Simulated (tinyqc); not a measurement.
Inside a calculation. Model: microkinetic model of low-temperature epitaxy from hydride gases: adsorption, hydrogen desorption and rate control. Computed by tinyqc, a small Python program that keeps every step. Command: `OMP_NUM_THREADS=1 python tinyqc.py 3011015 3011016 out.jsonl hepi walk`. One thread of a shared host (Intel(R) Xeon(R) Processor @ 2.30GHz), about 0.01 s of CPU time with the checks. Intermediate numbers are printed to about 6 digits and carried at full precision; extremes and crossings named in words are read from the listed rows.

Each hydride molecule needs two free sites and leaves four hydrogen atoms, of which two leave at once as H2; theta is the hydrogen coverage, the site density is 6.78 per nm^2 and one layer is 1.358 angstrom thick.

Inputs (values chosen for the exercise, close to those used for silane on Si(001)):
```
quantity,value,unit
silane pressure p_S,0.06,Pa
sticking prefactor of silane s0,0.036,-
adsorption barrier E_s,0.33,eV
desorption prefactor nu_d,4.7e+11,1/s
desorption energy on silicon E_d,1.98,eV
hydrogen carrier pressure p_H,0,Pa
sticking of hydrogen s_H,3.2e-07,-
temperature T,680,C
```

Film: silicon. Order of hydrogen desorption: first.

Constants: k_B = 8.617333262e-05 eV/K; u = 1.6605390666e-27 kg; k_B = 1.380649e-23 J/K.

## Rate constants

Flux per site F = p/(sqrt(2 pi M k_B T) x 6.78e18 per m^2), M = 32.12 u (silane), 2.016 u (hydrogen); s = s0 exp(-E_s/(k_B T)); k_S = s F_S = k; k_H = s_H F_H; k_d = nu_d exp(-E_d/(k_B T)). Temperatures in kelvin are T(C) + 273.15.

k = 0.0863228 1/s

k_H = 0 1/s

k_d = 15.9534 1/s

## Coverage and growth rate

With k the hydride and k_H the hydrogen adsorption rate on free pairs and k_d the desorption rate, steady state: 2 (k + k_H)(1 - theta)^2 = k_d theta; growth rate R = k (1 - theta)^2 layers/s; 1 layer/s = 8.148 nm/min. With c = 2 (k + k_H)/k_d the free share is 1 - theta = 2/(1 + sqrt(1 + 4c)).

c = 0.0108219

hydrogen coverage theta = 0.0105938

growth rate R in layers = 0.0845035 layers/s

growth rate G = 0.688534 nm/min

The surface is mostly bare: the arrival of hydride limits growth.

## Degrees of rate control

X_i = d ln R/d ln k_i at fixed other constants. With f = 1 - theta and a = 2/f + 1/theta: d ln f/d ln k_d = 1/(a f), so X_d = 2/(a f), X_k = 1 - X_d k/(k + k_H), X_H = -X_d k_H/(k + k_H); they sum to 1.

X_d (desorption) = 0.0209655

X_k (hydride adsorption) = 0.979035

X_H (hydrogen adsorption) = 0

## Two regimes over temperature

Limits: desorption-limited R = k_d k/(2 (k + k_H)), adsorption-limited R = k.

Growth:
```
T (C),theta,G (nm/min),desorption limit (nm/min),adsorption limit (nm/min)
400,8.73729e-01,2.50910e-03,2.87171e-03,0.15737
450,6.93759e-01,2.11012e-02,3.04158e-02,0.22500
500,4.25731e-01,1.01071e-01,2.37405e-01,0.30647
550,1.84744e-01,2.66709e-01,1.44367e+00,0.40128
600,6.25950e-02,4.46887e-01,7.13934e+00,0.50856
650,2.02756e-02,6.02039e-01,2.96928e+01,0.62722
700,6.98876e-03,7.45480e-01,1.06668e+02,0.75601
750,2.62869e-03,8.88953e-01,3.38173e+02,0.89364
800,1.07660e-03,1.03658e+00,9.62828e+02,1.03882
850,4.76134e-04,1.18913e+00,2.49746e+03,1.19026
```

The apparent activation energy of G is 1.79 eV between the first rows and 0.29 eV between the last; full hydrogen cover gives a value near the desorption energy (plus E_s where k_H far exceeds k), a bare surface one near E_s less k_B T/2 from the flux. The coverage passes one half between 450 and 500 C, the knee of the Arrhenius plot.

Checks made by the program: steady coverage against time integration of d theta/dt (relative difference below 1e-10); degree of control against a finite difference (relative difference 2e-09).
